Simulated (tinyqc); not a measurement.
# Resistance of a tapered via with liner, size effect and interface: effects of single changes

A round via whose diameter grows from db at the bottom as D(z) = db + 2 z/tan(ang). The fill, of diameter D - 2 tl, starts above the bottom liner (thickness fb tl) and has rho = rho0 (1 + ks lam/(D - 2 tl)); the sidewall liner conducts in parallel with it. The bottom liner and the interface are crossed over the full area pi db^2/4. Spreading in the lines above and below is left out.

Parameters, values chosen for the exercise; fill metal close to ruthenium:
- db = 12 nm (diameter at the bottom)
- hv = 35 nm (height)
- ang = 86 degrees (sidewall angle)
- rho0 = 7.7 uohm cm (bulk resistivity of the fill)
- lam = 6.55 nm (mean free path of the fill)
- ks = 0.9 (size-effect factor)
- tl = 0.2 nm (liner on the sidewall)
- fb = 0.7 (liner at the bottom over that on the sidewall)
- rl = 470 uohm cm (resistivity of the liner)
- ri = 6.4e-12 ohm cm^2 (interface resistivity at the bottom)
- Sb = 1.5e15 S/m^2 (ballistic conductance per area, about 3/(4 rho0 lam))
- rho2 = 5.35 uohm cm (bulk resistivity of the second fill (close to molybdenum))
- lam2 = 11.3 nm (its mean free path)
- tl2 = 0.5 nm (its liner)

Each table varies one quantity; the others keep the values above.

## Via resistance against the diameter at the bottom

Slices between z0 = fb tl and hv, evaluated at their midpoints: conductance per length pi/4 [(D - 2 tl)^2/rho + (D^2 - (D - 2 tl)^2)/rl], slice resistance = slice height over that. 2000 slices. R_fill = sum of the slices; R_bottom = rl fb tl/(pi db^2/4); R_interface = ri/(pi db^2/4); ballistic (Sharvin) limit 1/(Sb pi (db - 2 tl)^2/4); ideal cylinder rho0 hv/(pi db^2/4).

Result of one run:
columns A: db (nm); B: R_fill (ohm); C: R_bottom (ohm); D: R_interface (ohm); E: R (ohm); F: ballistic limit (ohm); G: R over ideal cylinder; H: largest part
```
A       B      C      D      E      F      G     H
11  30.44  6.924  6.734  44.10  7.555  1.555  fill
```

What becomes of these results when the diameter at the bottom db is changed from 11 to 22 nm, all else the same?

Result of the changed run:
columns A: db (nm); B: R_fill (ohm); C: R_bottom (ohm); D: R_interface (ohm); E: R (ohm); F: ballistic limit (ohm); G: R over ideal cylinder; H: largest part
```
A       B      C      D      E      F      G     H
22  7.439  1.731  1.684  10.85  1.819  1.531  fill
```

The whole series:
columns A: db (nm); B: R_fill (ohm); C: R_bottom (ohm); D: R_interface (ohm); E: R (ohm); F: ballistic limit (ohm); G: R over ideal cylinder; H: largest part
```
A         B       C       D       E       F      G     H
6     104.3   23.27   22.64   150.2   27.07  1.575  fill
8.3   53.93   12.16   11.83   77.92   13.60  1.564  fill
11    30.44   6.924   6.734   44.10   7.555  1.555  fill
16    14.21   3.273   3.183   20.67   3.488  1.542  fill
22    7.439   1.731   1.684   10.85   1.819  1.531  fill
30    3.962  0.9309  0.9054   5.798  0.9688  1.521  fill
42    2.003  0.4749  0.4619   2.939  0.4905  1.511  fill
58    1.042  0.2490  0.2422   1.533  0.2558  1.503  fill
80   0.5445  0.1309  0.1273  0.8027  0.1340  1.497  fill
```

R falls from 150 to 0.803 ohm. The fill is the largest part at db = 6 and in all other rows. R goes as db^(-2.02) between the first two rows and db^(-2.01) between the last two; area alone gives -2.

## Via resistance against the sidewall angle

Same model as above.

2000 slices.

The same in every row: R_bottom (ohm) = 5.8180; R_interface (ohm) = 5.6588; ballistic limit (ohm) = 6.3082.

Via resistance against the sidewall angle:
```
ang (degrees)  R_fill (ohm)  R (ohm)  R over ideal cylinder  largest part
90                   38.240   49.717                 2.0864          fill
89                   34.027   45.504                 1.9096          fill
88                   30.634   42.111                 1.7672          fill
87                   27.842   39.319                 1.6500          fill
86                   25.505   36.982                 1.5520          fill
84                   21.813   33.290                 1.3970          fill
82                   19.025   30.502                 1.2800          fill
```

What does the table show?

R falls from 49.7 to 30.5 ohm. The fill is the largest part at ang = 90 and in all other rows. The share of the two bottom terms goes from 23.1 to 37.6 %.

## Two fill metals against the diameter

2000 slices. R_fill = sum of the slices; R_bottom = rl fb tl/(pi db^2/4); R_interface = ri/(pi db^2/4). The second fill has rho2, lam2 and tl2 in place of rho0, lam and tl.

Results:
```
db (nm)  R, first fill (ohm)  R, second fill (ohm)  ratio second/first
6                      150.2                 198.8               1.324
8.5                    74.26                 92.55               1.246
12                     36.98                 44.05               1.191
17                     18.28                 21.03               1.150
24                     9.102                 10.19               1.120
35                     4.247                 4.655               1.096
70                     1.050                 1.122               1.069
100                   0.5125                0.5432               1.060
```

Estimate the missing row, db = 49 nm.

Computed row:
```
db (nm)  R, first fill (ohm)  R, second fill (ohm)  ratio second/first
49                     2.154                 2.327               1.080
```

With this row back in the table: The ratio goes from 1.32 to 1.06. The first fill gives the lower R in every row.

Program tinyqc, `OMP_NUM_THREADS=1 python tinyqc.py 2750061 2750062 out.jsonl`; Intel Xeon 2.30GHz, shared host, one thread, about 0.01 s.
